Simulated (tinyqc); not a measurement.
p-n diode, drift-diffusion by the Gummel loop with Scharfetter-Gummel fluxes: current against voltage in the dark.

Abrupt junction at x = 0, p side from -Lp, n side to Ln, ohmic contacts. psi is counted from the intrinsic level; n = ni exp((psi - phin)/Vt), p = ni exp((phip - psi)/Vt). Contacts: p side psi = V - Vt ln(Na/ni), p = Na, n = ni^2/Na; n side psi = Vt ln(Nd/ni), n = Nd, p = ni^2/Nd. Constant mobilities, D = mu Vt, Boltzmann statistics, SRH recombination through a mid-gap level, U = (n p - ni^2)/(tp (n + ni) + tn (p + ni)). Current is positive from the p contact to the n contact.

ni = sqrt(Nc Nv) exp(-Eg/(2 Vt)), Eg in volts. Poisson and both continuity equations are solved self-consistently with Scharfetter-Gummel fluxes on a graded mesh of 500 nodes. J_scr is q times the integral of U between -xp and xn. Ideal diffusion current J_id = q ni^2 [Dn coth(wp/Le)/(Le Na) + Dp coth(wn/Lh)/(Lh Nd)] (exp(V/Vt) - 1), Le = sqrt(Dn tn), Lh = sqrt(Dp tp), wp = Lp - xp, wn = Ln - xn, with xp and xn from the depletion approximation (W = sqrt(2 eps0 eps_r (Vbi - V)(1/Na + 1/Nd)/q), xp = W Nd/(Na + Nd), xn = W Na/(Na + Nd), Vbi = Vt ln(Na Nd/ni^2)). Ideality factor = 0.004 V/(Vt ln[J(V + 0.004 V)/J(V)]). Here G = 0.

Values chosen for this exercise; band and dielectric values close to those of silicon: temperature T = 300 K; band gap Eg = 1.13 eV; relative permittivity eps_r = 11.5; conduction-band density of states at T Nc = 2.77e19 cm^-3; valence-band density of states at T Nv = 2.66e19 cm^-3; acceptor density of the p side Na = 1.1e17 cm^-3; donor density of the n side Nd = 2.1e17 cm^-3; electron mobility mun = 510 cm^2/(V s); hole mobility mup = 240 cm^2/(V s); SRH lifetime of electrons tn = 1e-8 s; SRH lifetime of holes tp = 1e-10 s; length of the p side Lp = 1.1 um; length of the n side Ln = 6.8 um; uniform generation rate G = 0 cm^-3 s^-1.

Constants: q = 1.602176634e-19 C, kB = 1.380649e-23 J/K, Vt = kB T/q, eps0 = 8.8541878128e-14 F/cm where lengths are in cm. Results are converted to the units shown.

Results:

| V (V) | J (A/cm^2) | ideality factor | J_scr/J (%) | J_id (A/cm^2) | share recombining at the contacts (%) | larger minority/doping at -xp and xn |
|---|---|---|---|---|---|---|
| 0.17 | 1.22e-5 | 1.75 | 99.8 | 2.10e-8 | 0.0825 | 7.34e-12 |
| 0.32 | 2.90e-4 | 1.84 | 97.6 | 6.92e-6 | 1.14 | 2.40e-9 |
| 0.39 | 0.00131 | 1.73 | 92.1 | 1.04e-4 | 3.78 | 3.56e-8 |
| 0.46 | 0.00684 | 1.52 | 77.3 | 0.00155 | 10.8 | 5.28e-7 |
| 0.53 | 0.0475 | 1.27 | 51.1 | 0.0232 | 23.2 | 7.81e-6 |
| 0.6 | 0.464 | 1.12 | 25.4 | 0.347 | 35.4 | 1.15e-4 |
| 0.67 | 5.65 | 1.07 | 9.91 | 5.19 | 42.8 | 0.00165 |
| 0.74 | 65.7 | 1.21 | 2.69 | 77.5 | 49.0 | 0.0206 |

Estimate the missing row, V = 0.24 V.

Computed row:

| V (V) | J (A/cm^2) | ideality factor | J_scr/J (%) | J_id (A/cm^2) | share recombining at the contacts (%) | larger minority/doping at -xp and xn |
|---|---|---|---|---|---|---|
| 0.24 | 5.46e-5 | 1.85 | 99.4 | 3.14e-7 | 0.276 | 1.09e-10 |

With this row back in the table: J rises from 1.22e-5 to 65.7 A/cm^2; the ideality factor moves up and down between 1.07 and 1.85. Recombination in the depleted layer carries over half of the current up to V = 0.53 V, where the factor is 1.27; it grows roughly as exp(V/2 Vt), so diffusion overtakes it. Where the factor is lowest (V = 0.67 V), J is 9.0 % above the ideal diffusion current.

Program tinyqc, `OMP_NUM_THREADS=1 python tinyqc.py 2240067 2240068 out.jsonl`; Intel Xeon 2.30GHz, shared host, one thread, about 0.1 s.
